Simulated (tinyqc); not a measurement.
Valley-orbit splitting of a donor ground state, with strain: one step, computed by the program tinyqc.

The basis is the 1s envelope in each valley; energies are counted from the unstrained conduction-band edge. The strain is e_s (a a^T - 1/3) for the unit stress axis a, so valley j along n_j moves by Xi_u e_s w_j with w_j = (n_j.a)^2 - 1/3: -1/3 for x and y, +2/3 for z.

Problem. Levels without strain. By symmetry: E(A1) = E_0 + Lambda + 4 Delta_1 + Delta_2 (one state), E(T2) = E_0 + Lambda - Delta_2 (three), E(E) = E_0 + Lambda - 2 Delta_1 + Delta_2 (two), as binding energies.

Inputs (values chosen for the exercise, for a model many-valley semiconductor): single-valley binding energy E_0 = 22 meV; central-cell shift Lambda = 7.79 meV; coupling Delta_1 = 2.28 meV; coupling Delta_2 = 0.914 meV.

Valleys: six along <100>. Stress axis: [001].

Give: E(A1); E(T2); E(E).

Solution.

E(A1) = 39.824 meV

E(T2) = 28.876 meV

E(E) = 26.144 meV

Only A1 has all valley amplitudes in phase, so only it has weight at the nucleus. Of the upper states T2 is bound more strongly, because Delta_1 is larger than Delta_2.
